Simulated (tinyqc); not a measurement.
Interband optics of a two-band s-p chain from momentum matrix elements: sweeps and comparisons. A value that a table varies takes the place of the one given here.

H(k) = [[Es - 2 ts cos ka, 2i V sin ka], [-2i V sin ka, Ep_ + 2 tp cos ka]] in the basis s, p; the lower band is full, with two electrons a cell. The velocity operator times hbar is W = dH/dk (eV angstrom); intra-atomic dipoles are left out.

With w(k) = |<c|W|v>|^2 and D(k) = Ec - Ev, on the mesh k_j = (j + 1/2)/N (2 pi/a): eps(E) = 1 + (8 pi e2/(a Ar)) mean_j (w/D^2) [1/(D - E - i eta) + 1/(D + E + i eta)], e2 = e^2/(4 pi eps0); light polarised along the chains, no local fields.

Constants: e^2/(4 pi eps0) = 14.39964547 eV angstrom; hbar^2/2m0 = 3.80998211 eV angstrom^2.

Parameters, chosen for this exercise: a = 3.59 angstrom (period); Es = 1.9 eV (upper orbital (s)); Ep_ = -2.03 eV (lower orbital (p)); ts = 0.52 eV (s-s hopping); tp = 0.5 eV (p-p hopping); V = 1.13 eV (s-p hopping); Ar = 7 angstrom^2 (cross-section per chain); eta = 0.2 eV (Lorentzian half width); E = 6.46 eV (photon energy).

## Joint density of states against eps2

Mesh of 2000 points. J(E) = mean of (eta/pi)/((E - D)^2 + eta^2). The fourth column is J times the constant (8 pi^2 e2/(a Ar)) mean(w/D^2). R = |(sqrt(eps) - 1)/(sqrt(eps) + 1)|^2.

Spectrum:
```
E (eV),J (1/eV),eps2,eps2 with constant element,eps1,R
1.29,0.016,6.737,1.483,35.736,0.514
1.80,0.080,48.573,7.387,51.800,0.643
2.31,0.110,39.556,10.094,-18.767,0.727
2.82,0.094,14.118,8.655,-15.545,0.739
3.33,0.091,5.856,8.418,-9.218,0.732
3.84,0.095,2.734,8.747,-4.522,0.672
4.36,0.105,1.583,9.633,-0.799,0.330
4.87,0.124,1.585,11.424,2.703,0.095
5.38,0.173,3.375,15.924,7.604,0.246
5.89,0.446,19.674,41.091,14.407,0.485
6.40,0.400,15.222,36.818,-17.434,0.754
6.91,0.064,2.547,5.898,-9.779,0.864
```

What does this show?

Transitions span 1.890 to 6.311 eV. Among the energies listed J peaks at 5.89 eV and eps2 at 1.80 eV. The ratio of eps2 to the constant-element value is 3.92 at 2.31 eV and 0.48 at 5.89 eV: w/D^2 is 18.427 angstrom^2 at the zone centre and 1.847 at the edge.

## Mesh against broadening

eps2 at E for three widths, and eps(0) at eta = 0; the last row is the mesh of 2000 points.

Convergence:
```
N,eta = 0.03 eV,eta = 0.1 eV,eta = 0.3 eV,eps(0)
4,4.868,13.471,16.224,3.7810
8,3.130,8.581,11.952,12.1907
16,3.139,8.608,12.049,22.5144
32,3.098,8.575,12.061,24.0025
64,3.098,8.575,12.061,24.0118
128,3.098,8.575,12.061,24.0118
2000,3.098,8.575,12.061,24.0118
```

What can be read from the table?

The first N from which eps2 stays within 2 % of the last row is 8 for eta = 0.03, 8 for 0.1 and 8 for 0.3 eV; for eps(0) and 0.1 % it is 32. E lies outside the range of transitions, so eps2 is only the tail of the broadening and grows with eta.

## Static constant against the gap

Es takes the values listed; mesh of 400 points; the Penn-type estimate is 1 + 8 pi c e2 n_eff/(a Ar Dm^2) with Dm the f-weighted mean of D, f = w/(c D), n_eff = 2 mean(f), c = hbar^2/2m0.

Results:
```
Es (eV),smallest D (eV),Dm (eV),n_eff,eps(0),estimate
1.60,1.590,3.869,3.580,33.793,14.121
1.90,1.890,4.166,3.409,24.012,11.779
2.40,2.390,4.658,3.153,15.165,8.973
2.90,2.890,5.149,2.928,10.513,7.059
3.90,3.890,6.130,2.551,6.027,4.726
4.90,4.890,7.111,2.253,4.026,3.444
6.90,6.890,9.081,1.814,2.367,2.207
```

What can be read from the table?

eps(0) - 1 falls from 32.793 to 1.367, as Dm^-3.72; a fixed n_eff would give the power -2, and n_eff goes from 3.580 to 1.814. The single-gap estimate is low by 60.0 % of eps(0) - 1 in the first row and 11.7 % in the last, since 1/D^2 favours the smallest separations. n_eff need not equal the 2 electrons of the cell: a two-orbital basis with chosen hoppings does not obey the free-electron sum rule.

## What moves the optical response

Mesh of 400 points; n_eff = 2 mean(w/(c D)), c = hbar^2/2m0. Each row changes one parameter from the base and keeps the others.

Results:
```
case,smallest D (eV),largest D (eV),n_eff,eps(0)
base,1.890,6.311,3.409,24.012
a = 3.769 angstrom,1.890,6.311,3.758,25.159
Es = 2.2 eV,2.190,6.550,3.252,17.982
ts = 0.624 eV,1.682,6.399,3.473,29.595
V = 1.243 eV,1.890,6.580,3.910,27.006
Ar = 7.7 angstrom^2,1.890,6.311,3.409,21.920
```

What does this show?

The largest shifts from the base row, up to three for each result and ties (the steps differ in size, so this ranks the rows, not the parameters). smallest D (eV): Es +0.300, ts -0.208; unchanged at the printed digits by a, V and Ar. largest D (eV): V +0.269, Es +0.239, ts +0.088; unchanged at the printed digits by a and Ar. n_eff: V +0.501, a +0.348, Es -0.158; unchanged at the printed digits by Ar. eps(0): Es -6.029, ts +5.583, V +2.994.

tinyqc: `OMP_NUM_THREADS=1 python tinyqc.py 1650396 1650397 out.jsonl`; about 0.01 s, one thread, shared Intel(R) Xeon(R) Processor @ 2.30GHz.
